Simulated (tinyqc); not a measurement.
## Capacitance shares from swing and barrier lowering

Question. Below threshold the charge is negligible, so the band edge moves as -(aG Vg + aD Vd), aG = CG/CS, aD = CD/CS (CG, CD the capacitances of the barrier top to gate and drain, CS the total), and I goes as exp((aG Vg + aD Vd)/Vt) once Vd is well above Vt. Find aG, aD, CS and CD.

Values chosen for this exercise:
- T = 150 K (temperature)

Constants: q = 1.602176634e-19 C, kB = 1.380649e-23 J/K, Vt = kB T/q. Results are converted to the units shown.

swing = 32.351320 mV/decade
DIBL = 69.565217 mV/V
CG = 8.9929180 pF/cm

Answer. The swing is Vt ln 10/aG and the DIBL, -dVg/dVd at fixed current, is aD/aG.

aG = 0.920
aD = 0.0640
CS = 9.77 pF/cm
CD = 0.626 pF/cm

Program tinyqc, `OMP_NUM_THREADS=1 python tinyqc.py 2400039 2400040 out.jsonl`; Intel Xeon 2.30GHz, shared host, one thread, about 0.06 s.
